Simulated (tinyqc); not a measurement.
Worked calculation: chemical vapour deposition: Grove model, boundary layer, depletion and step coverage. Computed by tinyqc, a small Python program that keeps every step. Command: `OMP_NUM_THREADS=1 python tinyqc.py 3013143 3013144 out.jsonl cvd walk`. One thread of a shared host (Intel(R) Xeon(R) Processor @ 2.30GHz), about 0.01 s of CPU time with the checks. Intermediate numbers are printed to about 6 digits and carried at full precision; extremes and crossings named in words are read from the listed rows.

A precursor diffuses to the surface and reacts there at first order; each molecule that reacts adds one formula unit of film.

Inputs (values chosen for the exercise, close to those used for polysilicon from silane):
```
quantity,value,unit
prefactor k0 of k_s,1.7e+08,cm/s
activation energy E,1.58,eV
temperature T,740,C
total pressure p,760,torr
mole fraction of the precursor Y,0.0022,-
gas diffusivity D0 at 273.15 K and 760 torr,0.1,cm^2/s
film density N,5e+22,formula units/cm^3
precursor mass M,32,u
trench width w,0.14,um
aspect ratio of the trench,7.1,-
gas velocity U,97,cm/s
kinematic viscosity nu0 at 273.15 K and 760 torr,0.51,cm^2/s
susceptor length L,20,cm
channel height b,9.3,cm
```

Reactor: horizontal, atmospheric.

Constants: k_B = 1.380649e-23 J/K; u = 1.6605390666e-27 kg; k_B = 8.617333262e-05 eV/K.

## Gas-phase and surface constants

k_s = k0 exp(-E/(k_B T)); C_g = Y p/(k_B T), 1 torr = 133.322 Pa; D = D0 (T/273.15)^1.75 (760/p). Temperatures in kelvin are T(C) + 273.15. Mean speed c = sqrt(8 k_B T/(pi M)); reactive sticking probability beta = 4 k_s/c.

surface rate constant k_s = 2.34937 cm/s

precursor density C_g = 1.59361e+16 1/cm^3

gas diffusivity D = 0.991350 cm^2/s

mean speed c = 81874.6 cm/s

sticking probability beta = 1.14779e-04

## Boundary layer

nu = nu0 (T/273.15)^1.75 (760/p); Re = U L/nu; mean boundary layer delta = (2/3) L/sqrt(Re), at most b/2; h_g = D/delta.

Reynolds number Re = 383.711

boundary layer delta = 0.680670 cm

mass-transfer coefficient h_g = 1.45643 cm/s

## Growth rate at the inlet

Fluxes in series: C_s = C_g/(1 + k_s/h_g); growth rate G = k_s h_g/(k_s + h_g) C_g/N; 1 cm/s = 6e8 nm/min.

ratio k_s/h_g = 1.61310

C_s/C_g = 0.382687

growth rate G at the inlet = 171.933 nm/min

Reaction and transport resist to a similar degree.

## Depletion along the susceptor

Plug flow: U b dC/dx = -k_eff C with k_eff = k_s h_g/(k_s + h_g), so C falls as exp(-k_eff x/(U b)); the used share of the precursor is 1 - C(L)/C(0).

k_eff = 0.899075 cm/s

depletion length = 1003.36 cm

rate at the outlet over rate at the inlet = 0.980264

rate at the outlet = 168.539 nm/min

2.0 % of the precursor is used.

## Reaction control against transport control

The formulas are those given above.

Rates:
```
T (C),k_s (cm/s),h_g (cm/s),G (nm/min),reaction limit (nm/min),transport limit (nm/min)
540,2.74065e-02,1.20150,6.384,6.53008e+00,286.280
590,1.01184e-01,1.26591,21.031,2.27123e+01,284.152
640,3.23780e-01,1.32984,55.247,6.86980e+01,282.159
690,9.18209e-01,1.39334,111.337,1.84707e+02,280.285
740,2.34937e+00,1.45643,171.933,4.49277e+02,278.518
790,5.50281e+00,1.51913,216.953,1.00283e+03,276.846
840,1.19402e+01,1.58147,243.066,2.07823e+03,275.260
890,2.42389e+01,1.64345,256.370,4.03751e+03,273.752
940,4.64161e+01,1.70511,262.667,7.41294e+03,272.316
```

The apparent activation energy of G is 1.44 eV between the first rows and 0.06 eV between the last, against E = 1.58 eV. k_s passes h_g between 690 and 740 C, where control shifts from the surface to the gas. In the reaction limit the slope is E - k_B T, because C_g falls as 1/T; any further lowering comes from transport.

## Step coverage in a trench

In a long trench of width w and depth l = aspect ratio x w: Knudsen diffusivity D_K = (2w) c/3 (hydraulic diameter 2w), combined as 1/D_e = 1/D_K + 1/D; D_e d2C/dz2 = 2 k_s C/w with D_e dC/dz = -k_s C at the floor. With m = sqrt(2 k_s/(w D_e)): C(floor)/C(top) = 1/[cosh(m l) + (k_s/(D_e m)) sinh(m l)].

Knudsen diffusivity D_K = 0.764163 cm^2/s

effective diffusivity D_e = 0.431528 cm^2/s

modulus m l = 0.0876615

step coverage = 0.995633

Gas collisions matter in the trench as well as wall collisions. Coverage is nearly conformal. Caution: the hydraulic-diameter form of D_K is rough for a slit.

Checks made by the program: step coverage against a numerical boundary-value solution (relative difference below 1e-10).
